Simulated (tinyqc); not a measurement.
# Off-state leakage of single and stacked transistors, step by step

Computed by the program tinyqc: `OMP_NUM_THREADS=1 python tinyqc.py 2242131 2242132 out.jsonl`, one thread of a shared Intel Xeon 2.30GHz, about 0.03 s for the whole run. Printed values are rounded.

n-channel devices of unit width. Subthreshold current I(Vg, Vs, Vd) = I0 (T/300 K)^0.5 exp[(Vg - Vs - VT(T) - gb (Vs - Vb) + dd (Vd - Vs))/(nf Vt)] (1 - exp(-(Vd - Vs)/Vt)), VT(T) = VT - cT (T - 300 K). Gate-edge tunnelling Ig (Vd/1 V) exp(ag (Vd - 1 V)), for a gate at 0 V, and band-to-band leakage Ab u exp(-Bb/u), u = Vd - Vb + 1 V, flow at a drain held at V; both are taken as independent of T. In a stack of off transistors (all gates at 0 V) the same subthreshold current passes through each.

Parameters, values chosen for the exercise; values of the order met in bulk silicon logic transistors:
```
symbol   value       unit                                             meaning
T          358          K                                         temperature
V          1.1          V                                      supply voltage
VT        0.48          V        threshold at 300 K, zero drain and body bias
cT         0.6       mV/K              fall of the threshold with temperature
I0        0.15      uA/um                       current at threshold at 300 K
nf        1.45                                                   slope factor
dd        0.08                                drain-induced lowering per volt
gb         0.1             rise of the threshold per volt of source-body bias
Ig      0.0009      uA/um                 gate-edge tunnelling current at 1 V
ag         4.4        1/V               exponential slope of the gate current
Ab           2  uA/(um V)      prefactor of band-to-band leakage at the drain
Bb          27          V                             its exponential voltage
Vb        -0.3          V                                        body voltage
```

Constants: q = 1.602176634e-19 C, kB = 1.380649e-23 J/K, Vt = kB T/q. Results are converted to the units shown.

## Leakage of one transistor

Vg = Vs = 0, Vd = V; effective threshold VT(T) - gb Vb - dd V.

effective threshold = 0.3872 V
parts (nA/um): subthreshold 0.0285279, gate edge 1.53718, band-to-band 0.0624350
total = 1.62814 nA/um
shares (%): subthreshold 1.75217, gate edge 94.4131, band-to-band 3.83474

The gate edge part is the largest.

## Starting value

Vx = dd V/(1 + gb + 2 dd), the solution for Vx well above Vt, rounded to three decimals.

Vx at the start = 0.07 V

## Iteration 1: new Vx

Stack of two, Vx the node between them: I_low = I(0, 0, Vx), I_up = I(0, Vx, V), f = ln(I_up/I_low), f' = -(1 + gb + 2 dd)/(nf Vt) - 1/(Vt (exp(Vx/Vt) - 1)) - 1/(Vt (exp((V - Vx)/Vt) - 1)), Vx(new) = Vx - f/f'.

I_low = 0.00405384 nA/um
I_up = 0.00450124 nA/um
f = 0.104687
f' = -31.9061 1/V
Vx after iteration 1 = 0.0732811 V

## Iteration 2: new Vx

As before.

I_low = 0.00412515 nA/um
I_up = 0.00412803 nA/um
f = 6.97006e-4
f' = -31.4902 1/V
Vx after iteration 2 = 0.0733032 V

## Iteration 3: new Vx

As before.

I_low = 0.00412562 nA/um
I_up = 0.00412562 nA/um
f = 2.90802e-8
f' = -31.4876 1/V
Vx after iteration 3 = 0.0733032 V

## Course of the iteration

Stop when the step is below 1e-11 V, or after 40 iterations.

Course of the iteration:

| iteration | Vx before the step (V) | step (V) |
|---|---|---|
| 1 | 0.07 | 3.28e-3 |
| 2 | 0.0732811 | 2.21e-5 |
| 3 | 0.0733032 | 9.24e-10 |
| 4 | 0.0733032 | < 1e-15 |

Converged in 4 iterations. The subthreshold current of the stack is 0.004126 nA/um, 6.91 times less than that of one transistor (the drain leakage is unchanged); the estimate exp[dd V (1 + gb + dd)/((1 + gb + 2 dd) nf Vt)] gives 6.31.
